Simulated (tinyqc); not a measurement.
Inside a calculation. Method: empirical pseudopotential in a few plane waves. Computed by tinyqc, a small Python program that keeps every step. Settings: plane-wave index or count = 15. Command: `OMP_NUM_THREADS=1 python tinyqc.py 23097 23098 out.jsonl` (the two numbers bound the seeds that draw the settings). One thread of a shared host (Intel(R) Xeon(R) Processor @ 2.60GHz), about 0.2 s of CPU time with the checks.

## Bloch Hamiltonian at G

Parameters chosen for this model: fcc lattice, atoms at +/- a/8 (1,1,1); form factors in rydberg at |G|^2 in units of (2 pi/a)^2:
```
parameter                 value      unit
a                      5.410000  angstrom
VS(3)                 -0.194000        Ry
VS(8)                  0.023000        Ry
VS(11)                 0.073000        Ry
VA(3)                         0        Ry
VA(4)                         0        Ry
VA(11)                        0        Ry
hbar^2/2m (2 pi/a)^2   5.139113        eV
```

k point G (2 pi / a): 0  0  0

Basis: the 15 shortest G (labels in 2 pi/a), the same at every k. H(G,G') = c |k + G|^2 delta + VS(|G-G'|^2) cos((G-G').tau) + i VA sin((G-G').tau), tau = a/8 (1,1,1); 1 Ry = 13.605693 eV.

H(k) at G (eV):
```
          +0+0+0    -1-1-1    -1-1+1    -1+1-1    -1+1+1    +1-1-1    +1-1+1    +1+1-1
+0+0+0   0.00000   1.86641  -1.86641  -1.86641  -1.86641  -1.86641  -1.86641  -1.86641
-1-1-1   1.86641  15.41734   0.00000   0.00000  -0.31293   0.00000  -0.31293  -0.31293
-1-1+1  -1.86641   0.00000  15.41734   0.31293   0.00000   0.31293   0.00000   0.00000
-1+1-1  -1.86641   0.00000   0.31293  15.41734   0.00000   0.31293   0.00000   0.00000
-1+1+1  -1.86641  -0.31293   0.00000   0.00000  15.41734   0.00000   0.31293   0.31293
+1-1-1  -1.86641   0.00000   0.31293   0.31293   0.00000  15.41734   0.00000   0.00000
+1-1+1  -1.86641  -0.31293   0.00000   0.00000   0.31293   0.00000  15.41734   0.31293
+1+1-1  -1.86641  -0.31293   0.00000   0.00000   0.31293   0.00000   0.31293  15.41734
+1+1+1   1.86641   0.00000  -0.31293  -0.31293   0.00000  -0.31293   0.00000   0.00000
-2+0+0   0.00000  -1.86641  -1.86641  -1.86641   1.86641   0.70231  -0.70231  -0.70231
+0-2+0   0.00000  -1.86641  -1.86641   0.70231  -0.70231  -1.86641   1.86641  -0.70231
+0+0-2   0.00000  -1.86641   0.70231  -1.86641  -0.70231  -1.86641  -0.70231   1.86641
+0+0+2   0.00000  -0.70231   1.86641  -0.70231  -1.86641  -0.70231  -1.86641   0.70231
+0+2+0   0.00000  -0.70231  -0.70231   1.86641  -1.86641  -0.70231   0.70231  -1.86641
+2+0+0   0.00000  -0.70231  -0.70231  -0.70231   0.70231   1.86641  -1.86641  -1.86641

          +1+1+1    -2+0+0    +0-2+0    +0+0-2    +0+0+2    +0+2+0    +2+0+0
+0+0+0   1.86641   0.00000   0.00000   0.00000   0.00000   0.00000   0.00000
-1-1-1   0.00000  -1.86641  -1.86641  -1.86641  -0.70231  -0.70231  -0.70231
-1-1+1  -0.31293  -1.86641  -1.86641   0.70231   1.86641  -0.70231  -0.70231
-1+1-1  -0.31293  -1.86641   0.70231  -1.86641  -0.70231   1.86641  -0.70231
-1+1+1   0.00000   1.86641  -0.70231  -0.70231  -1.86641  -1.86641   0.70231
+1-1-1  -0.31293   0.70231  -1.86641  -1.86641  -0.70231  -0.70231   1.86641
+1-1+1   0.00000  -0.70231   1.86641  -0.70231  -1.86641   0.70231  -1.86641
+1+1-1   0.00000  -0.70231  -0.70231   1.86641   0.70231  -1.86641  -1.86641
+1+1+1  15.41734  -0.70231  -0.70231  -0.70231  -1.86641  -1.86641  -1.86641
-2+0+0  -0.70231  20.55645   0.31293   0.31293  -0.31293  -0.31293   0.00000
+0-2+0  -0.70231   0.31293  20.55645   0.31293  -0.31293   0.00000  -0.31293
+0+0-2  -0.70231   0.31293   0.31293  20.55645   0.00000  -0.31293  -0.31293
+0+0+2  -1.86641  -0.31293  -0.31293   0.00000  20.55645   0.31293   0.31293
+0+2+0  -1.86641  -0.31293   0.00000  -0.31293   0.31293  20.55645   0.31293
+2+0+0  -1.86641   0.00000  -0.31293  -0.31293   0.31293   0.31293  20.55645
```

## Levels at G

Diagonalise the Hermitian matrix.

eigenvalues (eV): -1.55583  12.01454  12.01454  12.01454  14.21463  15.10441  15.10441  15.10441  17.91196  19.93059  19.93059  23.64631  23.64631  23.64631  23.94968

## Bands along a path

The same steps at evenly spaced points between the labelled ones.

Bands along the path (eV), lowest eight:
```
k           band 1    band 2    band 3    band 4    band 5    band 6    band 7    band 8
L          1.10113   4.01250  10.83547  10.83547  12.87090  15.87431  15.87431  18.39356
L-G 0.25   0.26705   5.21677  10.89651  10.89651  13.00068  15.90588  15.90588  18.70775
L-G 0.50  -0.70539   7.41432  11.21974  11.21974  13.46415  16.06468  16.06468  18.79104
L-G 0.75  -1.33964  10.01912  11.71260  11.71260  14.21480  15.57457  15.57457  16.34173
G         -1.55583  12.01454  12.01454  12.01454  14.21463  15.10441  15.10441  15.10441
G-X 0.25  -1.26685  10.17766  11.16104  11.16104  14.01873  15.85134  16.39007  16.39007
G-X 0.50  -0.40673   7.69880  10.01450  10.01450  12.76999  14.67041  18.78403  18.78403
G-X 0.75   1.00125   5.30329   9.29762   9.29762  12.13050  12.92088  21.49181  21.49181
X          2.90839   3.13560   9.13745   9.13745  12.03913  12.23387  24.43816  24.43816
```

With 4 band(s) filled, the highest filled level on these points lies at G and the lowest empty one at X: a gap of 0.0246 eV, indirect. This holds for the small fixed basis; with all plane waves up to |k + G|^2 = 21 (2 pi/a)^2 the gap along the path is 0.03 eV.

## Convergence with the number of plane waves

Levels at G counted from the fourth one.

Levels (eV):
```
plane waves    level 1  level 5  level 8
9            -16.66024        0  1.25172
15           -13.57037  2.20008  3.08986
27           -13.04347  2.73881  3.11533
51           -13.15812  2.84227  3.21985
59           -13.18551  2.83815  3.08848
65           -13.19552  2.83815  3.05439
89           -13.16761  2.82645  3.08003
```
